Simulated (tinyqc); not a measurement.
# Rectangular fin or nanosheet with a gate all round, subbands and threshold shift from confinement: charge and subband filling against gate voltage

Undoped body with a flat potential across it, hard walls, transport along x. Three valley pairs (g = 2 each) with the longitudinal mass along x, y or z. Non-parabolicity enters the subband edges through E (1 + al E) = gamma, so E = 2 gamma/(1 + sqrt(1 + 4 al gamma)); motion within a subband is taken as parabolic with the band-edge mass. Energies are counted from the bulk band edge.

gamma = C pi^2 [a^2/(my (t + dl)^2) + b^2/(mz (H + dl)^2)], C = hbar^2/(2 m0). Each subband has N_k = g sqrt(2 mx m0 kB T/(pi hbar^2)). With degeneracy n = sum N_k F((EF - E_k)/Vt), F(x) = (1/sqrt(pi)) int_0^infinity u^(-1/2) du/(1 + exp(u - x)); gate: Vg = EF + q n/(Cg P), P = 2 (t + H), summed over the 60 lowest subbands at most, with Vg counted from the value that would put EF at the bulk band edge of an empty body. Cq = q dn/dEF.

Values chosen for this exercise; masses close to those of silicon:
```
symbol  value     unit                                                meaning
T         300        K                                            temperature
ml        0.9       m0                                      longitudinal mass
mt      0.193       m0                                        transverse mass
al          0     1/eV                                       non-parabolicity
t         8.9       nm                                        width (along y)
dl          0       nm  widening of the box by penetration into the insulator
Cg        2.4  uF/cm^2                 gate capacitance per area of interface
H         8.9       nm                                       height (along z)
```

Constants: q = 1.602176634e-19 C, kB = 1.380649e-23 J/K, hbar = 1.054571817e-34 J s, m0 = 9.1093837015e-31 kg, Vt = kB T/q, hbar^2/(2 m0) = 0.0380998212 eV nm^2. Results are converted to the units shown.

Results:
```
Vg (V)	EF - E_1 (eV)	n (cm^-1)	n/P (cm^-2)	share of the lowest subband (%)	Cq/(Cg P)	total C/(Cg P)
-0.12	-0.1510	5.860e4	1.646e10	20.23	0.04245	0.04072
0.01	-0.05808	2.037e6	5.723e11	19.74	1.413	0.5856
0.13	-0.02475	6.660e6	1.871e12	18.65	4.196	0.8075
0.26	-0.004940	1.254e7	3.521e12	17.41	7.067	0.8760
0.38	0.008129	1.824e7	5.123e12	16.34	9.329	0.9032
0.51	0.01957	2.456e7	6.899e12	15.28	11.41	0.9194
0.76	0.03737	3.694e7	1.038e13	13.54	14.68	0.9362
0.88	0.04471	4.295e7	1.206e13	12.83	16.04	0.9413
```

Estimate the missing row, Vg = 0.63 V.

Computed row:
```
Vg (V)	EF - E_1 (eV)	n (cm^-1)	n/P (cm^-2)	share of the lowest subband (%)	Cq/(Cg P)	total C/(Cg P)
0.63	0.02863	3.048e7	8.561e12	14.40	13.07	0.9289
```

With this row back in the table: EF passes E_1 = 0.0299 eV at Vg = 0.302 V. The share of the lowest subband falls from 20.2 to 12.8 % and the total capacitance rises from 0.0407 to 0.941 of Cg P. In the last row 6.1 % of an added gate voltage goes into raising EF (from the last two rows). For Vg = 0.01, 0.13, 0.26, 0.38, 0.51, 0.63, 0.76, 0.88 the charge would bend the potential across the body noticeably, which is left out.

Numbers from tinyqc (`OMP_NUM_THREADS=1 python tinyqc.py 2350086 2350087 out.jsonl`; about 0.2 s on one thread of a shared Intel Xeon 2.30GHz).
